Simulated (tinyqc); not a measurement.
What each parameter does: strained quantum well: band edges, subbands and transparency.

Growth on (001), barriers unstrained: tr(e) = e (2 - nu2), Z = b e (1 + nu2); Ec = Ev + Eg + ac tr(e), E_HH = Ev + av tr(e) + Z, E_LH = Ev + av tr(e) - Z (coupling to the split-off band left out).

Masses along z: me, 1/(g1 - 2 g2) for HH, 1/(g1 + 2 g2) for LH, likewise in the barrier; in the plane me, 1/(g1 + g2) for HH and 1/(g1 - g2) for LH (no mixing, which understates the hole masses away from k = 0). Level n solves k L + 2 atan[(k/m)/(kappa/mb)] = n pi, k = sqrt(m E/c), kappa = sqrt(mb (V - E)/c), c = hbar^2/2m0.

Transparency (Bernard-Duraffourg): Fc - Fv equals the lowest transition energy with n = p, n = sum m/(2 pi c) kB T ln(1 + exp((Fc - E)/kB T)) and p likewise over the listed subbands; c = hbar^2/2m0, 1/angstrom^2 = 1e16/cm^2.

Constants: hbar^2/2m0 = 3.80998211 eV angstrom^2; kB = 8.617333262e-05 eV/K; hc = 1239.841984 eV nm.

Values chosen for the exercise (near those of an InGaAs/InP well; the results hold for these values, not for the real material):
```
symbol  value    unit      meaning
e       -0.0078            strain in the plane
nu2     1.017              2 C12/C11
Eg      0.602    eV        unstrained gap of the well
Ev      -0.577   eV        its valence edge
ac      -5.81    eV
av      1.06     eV        Ev moves by av tr(e)
b       -1.87    eV        shear potential
Egb     1.355    eV        gap of the barrier
Evb     -0.94    eV        its valence edge
L       54       angstrom  well width
me      0.0383   m0        electron mass
g1      15.44              gamma1
g2      6.25               gamma2
meb     0.08     m0
g1b     5.08
g2b     1.6
T       300      K         temperature
```

Edge wavelength, hh1 - lh1 and n_tr.

Results for these values:
```
case  wavelength (nm)  hh1 - lh1 (meV)  n_tr (1e12/cm^2)
base           1662.7            117.0             0.331
```

What happens to each result for ac = -5.23 eV, all else kept?

Answer: wavelength rises from 1662.7 to 1671.5; hh1 - lh1 does not change at the printed digits; n_tr does not change at the printed digits.

The same for each parameter in turn:
```
case             wavelength (nm)  hh1 - lh1 (meV)  n_tr (1e12/cm^2)
base                      1662.7            117.0             0.331
L = 46 angstrom           1609.2            124.8             0.323
e = -0.0098               1652.6            130.9             0.329
Eg = 0.582 eV             1702.8            117.0             0.331
b = -2.15 eV              1672.5            125.3             0.330
ac = -5.23 eV             1671.5            117.0             0.331
me = 0.0421 m0            1667.4            117.0             0.348
g1 = 16.37                1653.5            113.4             0.320
T = 340 K                 1662.7            117.0             0.384
```

(tinyqc, `OMP_NUM_THREADS=1 python tinyqc.py 1280037 1280038 out.jsonl`, Intel(R) Xeon(R) Processor @ 2.30GHz, 1 thread, shared host, about 0.01 s.)
